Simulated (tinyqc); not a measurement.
Bulk, dangling and hydrogenated hybrids across the gap: Weaire-Thorpe hybrids on a Bethe lattice: gap and dangling bond of an amorphous tetrahedral solid.

Four sp3 hybrids an atom at energy 0, coupled by -V1 on the atom and by -V2 along a bond; the bonds form a tree (no rings). For any network the gap runs at least from -V2 + V1 to V2 - 3 V1, and p-like states pile up at -V2 + V1 and V2 + V1. On the tree the gap is wider: it ends at Ec = -V1 + sqrt(V2^2 + 4 V1^2 - 2 sqrt3 V1 V2), which makes it well wider than the gaps of the real glasses. A branch seen from a hybrid has the self-energy S = V2^2 g, where g is the Green function of the hybrid across the bond, whose three partners carry S themselves. With a = z - V1, b = a - S: g = 1/(a + V1 b/(b + 3 V1)), z = E + i eta. A full atom has G = (1/b)(b + 3 V1)/(b + 4 V1) per hybrid; a dangling hybrid with shift dh has G = 1/(1/g - dh).

Parameters, chosen for this exercise (of the size of tabulated hybrid energies for amorphous silicon; shifted at random, so the results belong to these values and not to a real crystal): V1 = 1.83 eV (coupling of two hybrids on one atom); V2 = 4.55 eV (coupling of the two hybrids of a bond); eta = 0.03 eV (broadening); dh = -0.53 eV (shift of the dangling hybrid (rehybridisation)); VH = 5.45 eV (coupling to a hydrogen atom); eH = -2.51 eV (hydrogen level); E1s = -3.9 eV (first energy); dE = 0.47 eV (step).

edges (eV): Ev -2.72000, Ec(bound) -0.94000, Ec(tree) 0.46222

Thirteen energies E1s + j dE. With hydrogen the hybrid gains the self-energy VH^2/(z - eH) and dh = 0.

Density per hybrid (1/eV):
```
E (eV)    bulk  dangling  with hydrogen
-3.90   0.0026    0.0012         0.0013
-3.43   0.0051    0.0009         0.0005
-2.96   0.0411    0.0010         0.0004
-2.49   0.0446    0.0014         0.0003
-2.02   0.0051    0.0021         0.0003
-1.55   0.0020    0.0038         0.0003
-1.08   0.0012    0.0093         0.0003
-0.61   0.0009    0.0557         0.0003
-0.14   0.0008    0.2302         0.0004
0.33    0.0015    0.0174         0.0007
0.80    0.0216    0.0628         0.0066
1.27    0.0294    0.0672         0.0127
1.74    0.0337    0.0646         0.0197
```

Between Ev = -2.72 and Ec = 0.46 eV the bulk density is a broadening tail (least 0.0008). The dangling hybrid reaches 0.230 at -0.14 eV among these rows; its level lies at -0.293 eV, and the peak there, of width eta, is far higher unless a row falls on it. With hydrogen the largest value on the rows inside the gap, more than 0.05 eV from an edge, is 0.0007, and 1/g = VH^2/(E - eH) has no root in the gap: the state has gone into a bonding level below and an antibonding one above.

tinyqc: `OMP_NUM_THREADS=1 python tinyqc.py 1480719 1480720 out.jsonl`; about 0.02 s, one thread, shared Intel(R) Xeon(R) Processor @ 2.30GHz.
